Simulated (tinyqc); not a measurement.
Complex band structure along [001] in sp3s* tight binding: sweeps and comparisons. A value that a table varies takes the place of the one given here.

For k = (0, 0, kz) the phase sums are g0 = cos(phi) and g3 = i sin(phi), phi = kz a/4, and the s, pz, s* orbitals of anion (a) and cation (c) decouple from px, py. With z = exp(i phi), H(z) = H0 + z T + T^T/z for any complex z. H0 is diagonal (Esa, Epa, Exa, Esc, Epc, Exc). The anion-cation block is B(z) = z U + W/z and the cation-anion block z W^T + U^T/z, where U has Vss/2 (s,s), Vsapc/2 (s,z), -Vscpa/2 (z,s), Vxx/2 (z,z), Vxapc/2 (s*,z), -Vpaxc/2 (z,s*), and W has the same values with the s-z and s*-z signs reversed. |z| = 1 is a band state, |z| < 1 decays along [001] as exp(-kappa d) over a distance d, kappa = -(4/a) ln|z|. No spin-orbit coupling.

Inputs chosen for the exercise (near a published set for Si, fitted to gaps, whose masses and valley positions are rough (light masses up to twice too heavy); shifted at random, so the results belong to these values and not to a real crystal):
- p = (-4.195, 1.708, -4.195, 1.708, 6.671, 6.671, -8.256, 1.721, 4.54, 5.767, 5.767, 5.341, 5.341) eV (order Esa, Epa, Esc, Epc, Exa, Exc, Vss, Vxx, Vxy, Vsapc, Vscpa, Vxapc, Vpaxc)
- a = 5.435 angstrom (lattice constant)
- Eg = 1.226 eV (top of the energy range, the indirect gap)
- dE = 0.89 eV (E - Ev)

## Two branches across an indirect gap

Ev = -0.01300 eV

The smallest kappa with Re kz = 0 and the smallest with Re kz > 0, at energies E from Ev; a dash: no such root.

Decay constants:
```
E/Eg  E (eV)  kappa at Gamma (1/angstrom)  kappa off Gamma (1/angstrom)  its Re kz (2 pi/a)
0.05  0.0613                       0.0532                        0.4557               0.719
0.20  0.2452                       0.1045                        0.4212               0.720
0.35  0.4291                       0.1356                        0.3825               0.721
0.50  0.6130                       0.1589                        0.3381               0.723
0.65  0.7969                       0.1774                        0.2851               0.725
0.80  0.9808                       0.1926                        0.2173               0.726
0.90  1.1034                       0.2012                        0.1544               0.727
0.97  1.1892                       0.2066                        0.0846               0.728
```

The branch from the valence band at Gamma decays more slowly below E/Eg of about 0.83, and the branch from the conduction valley above. The two differ in Re kz, so passing from one to the other needs kz from an abrupt interface, a steep field, a phonon or a defect. Valleys off the [001] axis, such as L, are not seen on these branches.

## Energy and lattice constant

The slowest root of the s-pz block and the heavy-hole branch, sinh^2(kappa a/4) = ((E - Epa)(E - Epc) - Vxx^2)/(Vxx^2 - Vxy^2), at E = Ev + dE with Ev the lower root of [[Epa, Vxx], [Vxx, Epc]]; the couplings are kept when a changes. Each row changes one parameter from the base and keeps the others.

Results:
```
case                slowest kappa (1/angstrom)  heavy-hole kappa (1/angstrom)
base                                    0.1855                         0.2587
dE = 0.92 eV                            0.1879                         0.2613
a = 5.598 angstrom                      0.1801                         0.2511
```

The largest shifts from the base row, up to three for each result and ties (the steps differ in size, so this ranks the rows, not the parameters). slowest kappa (1/angstrom): a -0.0054, dE +0.0024. heavy-hole kappa (1/angstrom): a -0.0075, dE +0.0027. With the couplings fixed, kappa a stays, so kappa scales as 1/a.

Computed by tinyqc, a small Python program: `OMP_NUM_THREADS=1 python tinyqc.py 1482648 1482649 out.jsonl` (the numbers bound the seed that draws the inputs); one thread of a shared host (Intel(R) Xeon(R) Processor @ 2.30GHz), about 0.01 s for the whole set of steps.
